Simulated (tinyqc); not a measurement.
## Barrier and mass from two Fowler-Nordheim currents

Problem. Fowler-Nordheim tunnelling through a dielectric follows J = A F^2 exp(-B/F), A = q^2 me/(16 pi^2 hbar m1 phi1) (A/V^2 with phi1 in volts), B = (4/3) sqrt(m1/C) phi1^1.5 (V/nm), C = hbar^2/(2 m0). Find B, A, phi1 and m1.

Parameters, values chosen for the exercise:
```
symbol,value,unit,meaning
me,1,m0,emitter mass in the supply function
```

Constants: q = 1.602176634e-19 C, hbar = 1.054571817e-34 J s, m0 = 9.1093837015e-31 kg, hbar^2/(2 m0) = 0.0380998212 eV nm^2. Results are converted to the units shown.

J at F = 0.83 and 1.17 V/nm (A/cm^2): 0.028874173  33.953455

Solution. The slope of ln(J/F^2) against 1/F is -B and the intercept gives A. A fixes the product m1 phi1, and B = (4/3) phi1 sqrt(m1 phi1/C) then gives phi1.

B = 18.2 V/nm
A = 1.45e-6 A/V^2
phi1 = 2.59 eV
m1 = 0.410 m0

Numbers from tinyqc (`OMP_NUM_THREADS=1 python tinyqc.py 2540045 2540046 out.jsonl`; about 0.04 s on one thread of a shared Intel Xeon 2.30GHz).
